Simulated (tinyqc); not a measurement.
Speciation in dilute and buffered hydrofluoric acid, oxide etch rate and bath loading: one step, computed by the program tinyqc. Command: `OMP_NUM_THREADS=1 python tinyqc.py 3121249 3121250 out.jsonl hfetch walk`. One thread of a shared host (Intel(R) Xeon(R) Processor @ 2.30GHz), about 0.01 s of CPU time with the checks.

Concentrations stand for activities, NH4+ and Cl- are spectators, and water ionisation is neglected. H, F and HF2 denote the ions H+, F- and HF2-. The base temperature is 298 K.

Task: One trial. Fluoride balance: [HF] + [F] + 2 [HF2] + 2 [H2F2] = HF added + NH4F added. Acid balance: [H] + [HF] + [HF2] + 2 [H2F2] = HF added + HCl added. For a trial [H], [HF] = [H][F]/K1, and the fluoride balance is a quadratic in [F]. Take pH = 3. The residual is the left side of the acid balance less the right.

Inputs (values chosen for the exercise, of the order of those for thermal oxide at room temperature):
```
quantity                 value   unit
HF added                  0.13  mol/L
NH4F added                   0  mol/L
HCl added                    0  mol/L
K1 = [H][F]/[HF]      0.000649  mol/L
K2 = [HF2]/([HF][F])       3.9  L/mol
K3 = [H2F2]/[HF]^2           0  L/mol
```

Give: [F]; [HF]; [HF2]; [H2F2]; residual.

Result:

[F] = 0.042586 mol/L

[HF] = 0.065618 mol/L

[HF2] = 0.010898 mol/L

[H2F2] = 0 mol/L

residual = -0.052484 mol/L

The residual is negative, so the pH lies below 3.
